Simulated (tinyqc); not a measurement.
Hot electrons in a saturated n-channel MOSFET, lucky-electron model: effect of the junction depth.

Beyond pinch-off the lateral field grows as Esat cosh(y/l) over the velocity-saturated region (pseudo-two-dimensional model). Impact ionisation in this region gives the substrate current, which biases the body forward through Rsub. Currents are per width. Local-field laws: they overstate ionisation when the field peak is narrower than an energy relaxation length.

Cox = 3.9 eps0/tox, l = sqrt(3 tox xj), Esat = 2 vs/mu. Overdrive g = Vg - VT + kb Vb; Vdsat = g Esat L/(g + Esat L); Id = Cox vs (g - Vdsat); dV = Vd - Id Rd - Vdsat; Em = sqrt((dV/l)^2 + Esat^2); Isub = Id (Ai/Bi) l Em exp(-Bi/Em). Vb = Rsub Isub is solved self-consistently. Lifetime tau = (Hl/Id)(Isub/Id)^(-m); 1 year = 3.15576e7 s.

Values chosen for this exercise; values close to those of silicon n-channel devices: channel length L = 0.25 um; oxide thickness tox = 6.1 nm; threshold VT = 0.77 V; effective mobility mu = 430 cm^2/(V s); saturation velocity vs = 8.7e6 cm/s; ionisation prefactor Ai = 2e6 1/cm; ionisation field Bi = 1.74 MV/cm; resistance of the lightly doped drain Rd = 400 ohm um; substrate resistance Rsub = 7700 ohm um; fall of VT per volt of forward body bias kb = 0.22; lifetime exponent m = 2.7; lifetime constant Hl = 14000 s uA/um; drain voltage Vd = 2 V; gate voltage Vg = 1.5 V.

Constants: eps0 = 8.8541878128e-14 F/cm where lengths are in cm. Results are converted to the units shown.

Result of one run:

| Id (uA/um) | Em (MV/cm) | Isub (uA/um) | Isub/Id | tau (years) |
|---|---|---|---|---|
| 150.9 | 0.2671 | 0.3943 | 0.002613 | 27.68 |

Which junction depth xj gave this result: 53, 71, 97, 130 or 180 nm?

xj = 180 nm.

The whole series:

| xj (nm) | Id (uA/um) | Em (MV/cm) | Isub (uA/um) | Isub/Id | tau (years) |
|---|---|---|---|---|---|
| 39 | 157.7 | 0.5651 | 12.59 | 0.07982 | 0.002591 |
| 53 | 154.9 | 0.4865 | 7.542 | 0.04870 | 0.01002 |
| 71 | 153.1 | 0.4215 | 4.307 | 0.02814 | 0.04457 |
| 97 | 151.9 | 0.3616 | 2.164 | 0.01424 | 0.2823 |
| 130 | 151.3 | 0.3132 | 1.027 | 0.006790 | 2.095 |
| 180 | 150.9 | 0.2671 | 0.3943 | 0.002613 | 27.68 |
| 240 | 150.8 | 0.2322 | 0.1487 | 9.862e-4 | 384.6 |

As xj goes from 39 to 240 nm, Em falls from 0.565 to 0.232 MV/cm, Isub falls from 12.6 to 0.149 uA/um and tau rises from 0.00259 to 385 years. From the first row to the last, log10(tau) changes by 5.2: 5.2 from (Isub/Id)^(-m), which holds Em and l, and 0.019 from 1/Id. At xj = 240 nm the saturated region takes over 60 % of L, so using the full L in Vdsat is rough.

Program tinyqc, `OMP_NUM_THREADS=1 python tinyqc.py 2550141 2550142 out.jsonl`; Intel Xeon 2.30GHz, shared host, one thread, about 0.01 s.
